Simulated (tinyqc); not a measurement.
# Bulk transistor, scale length and short-channel effects: several studies

A gate, an insulator of thickness ti and a depleted layer of depth ts on a conducting body. Below threshold the potential that source and drain add obeys Laplace's equation and vanishes on the gate and at the bottom of the depleted layer. Its lowest mode decays along the channel as exp(-k y); k is the smallest positive root of the matching condition at the interface, and the scale length is Lambda = pi/k.

Inputs (values chosen for the exercise); permittivities: semiconductor made up, insulator close to that of hafnium oxide: temperature T = 300 K; relative permittivity of the semiconductor eps_r = 12.8; relative permittivity of the insulator ei = 21.2; insulator thickness ti = 5.8 nm; depletion depth ts = 15 nm; channel length L = 40 nm; potential of the source Vbi = 0.88 V; potential of the barrier top at threshold sT = 0.74 V; drain voltage Vds = 1 V.

Constants: q = 1.602176634e-19 C, kB = 1.380649e-23 J/K, Vt = kB T/q. Results are converted to the units shown.

Each table varies one quantity; the others keep the values above.

## Effect of the relative permittivity of the insulator

k is the smallest positive root of f(k) = eps_r sin(k ti) cos(k ts) + ei cos(k ti) sin(k ts). Along the channel psi(y) = s + a exp(y/l) + b exp(-y/l) with psi(0) = Vbi, psi(L) = Vbi + Vds and l = 1/k = Lambda/pi; with A = Vbi - s, B = A + Vds, x = exp(-L/l): a = (B - A x) x/(1 - x^2), b = (A - B x)/(1 - x^2). The minimum is s + 2 sqrt(a b), at y = (l/2) ln(b/a). The long-channel potential follows the gate as s = sT + (Vg - VTL)/m, and the threshold VT is the gate voltage at which the minimum equals sT. Swing = m Vt ln 10/g at threshold, g = d(minimum)/ds = 1 - (b x + a)/((1 + x) sqrt(a b)). DIBL = [VT(0.05 V) - VT(Vds)]/(Vds - 0.05 V). sT and Vbi are held fixed; m = 1 + eps_r ti/(ei ts) in each row.

Result of one run:

| ei | Lambda (nm) | L/Lambda | VT - VTL at Vds (mV) | DIBL (mV/V) | swing (mV/decade) |
|---|---|---|---|---|---|
| 27 | 18.64 | 2.146 | -36.16 | 23.09 | 78.55 |

What becomes of these results when the relative permittivity of the insulator ei is changed from 27 to 3.9, all else the same?

Result of the changed run:

| ei | Lambda (nm) | L/Lambda | VT - VTL at Vds (mV) | DIBL (mV/V) | swing (mV/decade) |
|---|---|---|---|---|---|
| 3.9 | 24.84 | 1.610 | -184.7 | 121.0 | 173.7 |

The whole series:

| ei | Lambda (nm) | L/Lambda | VT - VTL at Vds (mV) | DIBL (mV/V) | swing (mV/decade) |
|---|---|---|---|---|---|
| 3.9 | 24.84 | 1.610 | -184.7 | 121.0 | 173.7 |
| 5.7 | 23.57 | 1.697 | -128.7 | 83.90 | 138.5 |
| 8.5 | 22.18 | 1.803 | -89.35 | 57.89 | 113.5 |
| 12 | 21.01 | 1.904 | -66.35 | 42.78 | 98.58 |
| 18 | 19.74 | 2.026 | -48.09 | 30.85 | 86.55 |
| 27 | 18.64 | 2.146 | -36.16 | 23.09 | 78.55 |
| 40 | 17.75 | 2.254 | -28.54 | 18.16 | 73.35 |

As ei goes from 3.9 to 40, Lambda falls from 24.8 to 17.7 nm, DIBL falls from 121 to 18.2 mV/V and the swing falls from 174 to 73.4 mV a decade. On average Lambda goes as ei^(-0.14).

## Effect of the insulator thickness

Same model as above.

Results:

| ti (nm) | Lambda (nm) | L/Lambda | VT - VTL at Vds (mV) | DIBL (mV/V) | swing (mV/decade) |
|---|---|---|---|---|---|
| 1.9 | 16.18 | 2.472 | -18.90 | 11.96 | 68.42 |
| 3.3 | 17.16 | 2.331 | -25.20 | 16.00 | 73.17 |
| 4.2 | 17.86 | 2.240 | -30.40 | 19.36 | 76.46 |
| 5.5 | 18.99 | 2.106 | -40.02 | 25.60 | 81.65 |
| 7.1 | 20.57 | 1.944 | -56.15 | 36.14 | 88.87 |
| 9.3 | 23.02 | 1.737 | -87.73 | 57.04 | 100.5 |

Estimate the missing row, ti = 2.5 nm.

Computed row:

| ti (nm) | Lambda (nm) | L/Lambda | VT - VTL at Vds (mV) | DIBL (mV/V) | swing (mV/decade) |
|---|---|---|---|---|---|
| 2.5 | 16.58 | 2.412 | -21.37 | 13.54 | 70.41 |

With this row back in the table: As ti goes from 1.9 to 9.3 nm, Lambda rises from 16.2 to 23.0 nm, DIBL rises from 12.0 to 57.0 mV/V and the swing rises from 68.4 to 101 mV a decade. On average Lambda goes as ti^(0.22).

## Effect of the channel length

Same model as above.

The same in every row: Lambda (nm) = 19.27.

Effect of the channel length:

| L (nm) | L/Lambda | VT - VTL at Vds = 0.05 V (mV) | VT - VTL at Vds (mV) | DIBL (mV/V) | swing (mV/decade) |
|---|---|---|---|---|---|
| 21 | 1.090 | -108.5 | -306.4 | 208.3 | 130.5 |
| 25 | 1.297 | -69.50 | -190.7 | 127.6 | 110.9 |
| 30 | 1.557 | -41.90 | -111.5 | 73.28 | 96.53 |
| 36 | 1.868 | -23.89 | -61.83 | 39.94 | 86.87 |
| 43 | 2.231 | -12.86 | -32.56 | 20.73 | 80.78 |
| 51 | 2.646 | -6.504 | -16.22 | 10.22 | 77.18 |
| 61 | 3.165 | -2.828 | -6.983 | 4.374 | 75.07 |
| 73 | 3.788 | -1.054 | -2.590 | 1.617 | 74.04 |
| 87 | 4.514 | -0.3356 | -0.8228 | 0.5129 | 73.62 |

From L = 21 to 87 nm, DIBL falls from 208 to 0.513 mV/V and the swing falls from 131 to 73.6 mV a decade (long-channel value 73.4). Between the last two rows the threshold shift at Vds decays with a length of 12.2 nm, against 2 Lambda/pi = 12.3 nm for a shift that goes as exp(-pi L/(2 Lambda)). DIBL first drops below 100 mV/V at L = 30 nm among the rows, L/Lambda = 1.6. For L = 21 to 25 nm L is under 1.5 Lambda, where higher modes, left out of the one-mode potential, count.

tinyqc, about 0.01 s, one thread, Intel Xeon 2.30GHz (shared host): `OMP_NUM_THREADS=1 python tinyqc.py 2420015 2420016 out.jsonl`
